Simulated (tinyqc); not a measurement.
Jacobi rotations on a symmetric matrix, step by step. Computed by tinyqc, a small Python program that keeps every step. Settings: method = jacobi. Command: `OMP_NUM_THREADS=1 python tinyqc.py 27154 27155 out.jsonl` (the two numbers bound the seeds that draw the settings). One thread of a shared host (Intel(R) Xeon(R) Processor @ 2.60GHz), about 0.01 s of CPU time with the checks.

## Jacobi rotation 1

A:
```
[[1.932000, -0.029000, 0.274000, 0.076000],
 [-0.029000, 2.422000, -0.254000, -0.120000],
 [0.274000, -0.254000, 3.795000, 0.001000],
 [0.076000, -0.120000, 0.001000, 3.905000]]
```

Take the largest off-diagonal element A_pq; tan 2 theta = 2 A_pq / (A_qq - A_pp) with |theta| <= pi/4; A' = J^T A J with J_pp = J_qq = cos, J_pq = sin, J_qp = -sin.

p, q, theta (rad): [1.000000, 3.000000, 0.143040]

A':
```
[[1.892537, 0.007505, 0.000000, 0.075081],
 [0.007505, 2.422000, -0.255540, -0.120000],
 [0.000000, -0.255540, 3.834463, 0.011824],
 [0.075081, -0.120000, 0.011824, 3.905000]]
```

## Jacobi rotation 2

As before.

p, q, theta (rad): [2.000000, 3.000000, -0.173590]

A':
```
[[1.892537, 0.007392, -0.001296, 0.075081],
 [0.007392, 2.377190, 0.000000, -0.116154],
 [-0.001296, 0.000000, 3.879273, 0.032372],
 [0.075081, -0.116154, 0.032372, 3.905000]]
```

## All rotations

The off-diagonal norm falls at every rotation.

Rotations:
```
step  p  q      theta  off-diagonal norm
1     1  3   0.143040           4.14e-01
2     2  3  -0.173590           2.01e-01
3     2  4  -0.075449           1.16e-01
4     1  4   0.036699           4.94e-02
5     3  4   0.523355           1.91e-02
6     1  2   0.027181           4.97e-03
7     1  3  -0.001115           3.87e-03
8     2  3   0.001217           2.90e-03
9     2  4   0.001021           1.81e-03
10    1  4  -0.000627           6.71e-06
11    3  4   0.000045           4.72e-06
12    1  2   0.000007           8.63e-09
13    1  3   2.32e-09           5.70e-09
14    2  3  -2.31e-09           2.96e-09
15    2  4  -1.34e-09           3.15e-13
```

eigenvalues: [1.889452, 2.368760, 3.860691, 3.935098]
